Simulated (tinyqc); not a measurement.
Gupta-type many-body potential for a metal: one step, computed by the program tinyqc. Command: `OMP_NUM_THREADS=1 python tinyqc.py 3004276 3004277 out.jsonl gupta walk`. One thread of a shared host (Intel(R) Xeon(R) Processor @ 2.30GHz), about 0.01 s of CPU time with the checks.

E_i = sum_j A exp(-p (r_ij/r0 - 1)) - xi rho_i^gamma, with rho_i = sum_j exp(-2 q (r_ij/r0 - 1)); gamma = 1/2 is the tight-binding second-moment form. The crystal is fcc unless stated; d is the neighbour distance and a fixed number of shells is kept.

Problem. Equilibrium of the fcc crystal. fcc shells: d sqrt(k), k = 1..5, with 12, 6, 24, 12, 24 atoms; Omega = d^3/sqrt2. Equilibrium: dE/dd = 0; B = d^2 E''(d)/(9 Omega).

Inputs (values chosen for the exercise, modelled on copper):

| quantity | value | unit |
|---|---|---|
| repulsion A | 0.0821 | eV |
| hopping xi | 1.22 | eV |
| decay p | 10.8 | - |
| decay q | 2.32 | - |
| reference distance r0 | 2.556 | angstrom |
| shells kept | 3 | - |
| embedding exponent gamma | 0.5 | - |

Constants: 1 eV/angstrom^3 = 160.2176634 GPa.

Give: neighbour distance d; lattice constant; cohesive energy E_c; bulk modulus B.

Solution.

neighbour distance d = 2.543 angstrom

lattice constant = 3.596 angstrom

cohesive energy E_c = 3.522 eV

bulk modulus B = 141.0 GPa
